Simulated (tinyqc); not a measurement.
Lattice vibrations of a chain, step by step. One step of it, computed by the program tinyqc.

Task: Frequencies. omega^2 are the eigenvalues; wavenumber = 521.4708 sqrt(eigenvalue) 1/cm.

D(q) (eV/(angstrom^2 u)):
```
[[0.372289, -0.054580+0.003923i, 0.221144+0.060792i],
 [-0.054580-0.003923i, 0.154900, -0.045346+0.003634i],
 [0.221144-0.060792i, -0.045346-0.003634i, 0.314374]]
```

Give: eigenvalues; wavenumbers; weights |e|^2 of the mass-weighted modes.

Result:

eigenvalues: [0.1064, 0.1494, 0.5858]

wavenumbers (1/cm): [170.1, 201.6, 399.1]

weights |e|^2 of the mass-weighted modes, order atom 1, atom 2, atom 3:
```
[[0.3890, 0.0618, 0.5491],
 [0.1305, 0.8440, 0.0255],
 [0.4805, 0.0941, 0.4254]]
```
